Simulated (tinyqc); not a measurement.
Scan in temperature at fixed frequency: admittance spectroscopy and thermally stimulated current of one trap level in a depletion layer. Computed by tinyqc, a small Python program. Command: `OMP_NUM_THREADS=1 python tinyqc.py 3112705 3112706 out.jsonl admit walk`. One thread of a shared host (Intel(R) Xeon(R) Processor @ 2.30GHz), about 0.01 s of CPU time with the checks.

A Schottky junction on n-type material holds one donor-like electron trap; shallow donors are fully ionised and abrupt depletion edges are assumed.

Inputs (values chosen for the exercise, modelled on n-type 4H-SiC):
```
quantity,value,unit
dielectric constant eps,9.61,-
density-of-states mass m,0.783,m_0
shallow doping N,1.9e+15,1/cm^3
trap density N_t,2.1e+14,1/cm^3
trap depth E_t below the band,0.58,eV
capture cross section sigma,6.2e-16,cm^2
band bending V_b,1.7,V
test frequency f,700000,Hz
```

Constants: k_B = 1.380649e-23 J/K; m_0 = 9.1093837015e-31 kg; h = 6.62607015e-34 J s; k_B = 8.617333262e-05 eV/K; eps_0 = 8.8541878128e-12 F/m; e = 1.602176634e-19 C.

Method:
- N_c = 2 (2 pi m k_B T/h^2)^(3/2), v_th = sqrt(3 k_B T/m), emission rate e_n = sigma v_th N_c exp(-E_t/(k_B T)).
- Where the level crosses the Fermi level capture equals emission, so the trap follows the signal with the rate 2 e_n; G/omega peaks at omega = 2 e_n (the correction for large N_t/N is left out).
- Solve 2 e_n(T_p) = 2 pi f.
- With E_c - E_F = k_B T_p ln(N_c/N): lambda = sqrt(2 eps eps_0 (E_t - (E_c - E_F))/(e^2 N)); traps are empty and charged for x < x_t = w - lambda, and V_b = e (N w^2 + N_t x_t^2)/(2 eps eps_0). High frequency: C_hf = eps eps_0/w. Low frequency: C_lf = eps eps_0 (N + N_t)/(N w + N_t x_t).
- With x = omega/(2 e_n): C = C_hf + (C_lf - C_hf)/(1 + x^2), G/omega = (C_lf - C_hf) x/(1 + x^2); C_hf and C_lf are held at their values at T_p.

peak temperature T_p = 547.987 K

C_hf = 8.98999 nF/cm^2

C_lf = 9.22682 nF/cm^2

Admittance:
```
T (K),omega/(2 e_n),C (nF/cm^2),G/omega (nF/cm^2)
482.2,6.8999,8.9949,0.03362
504.1,3.4428,9.0084,0.06344
520.6,2.1142,9.0333,0.09154
537.0,1.3389,9.0748,0.11355
548.0,0.9997,9.1084,0.11842
558.9,0.7563,9.1406,0.11395
575.4,0.5052,9.1787,0.09532
597.3,0.3053,9.2066,0.06615
624.7,0.1703,9.2202,0.03919
```

The peak of G/omega is half the step, 0.118 nF/cm^2. Its full width is near 2 ln(2 + sqrt3) k_B T_p^2/(E_t + 2 k_B T_p) = 101.1 K.

Extremes, crossings and ranges named in words are read from the listed rows.
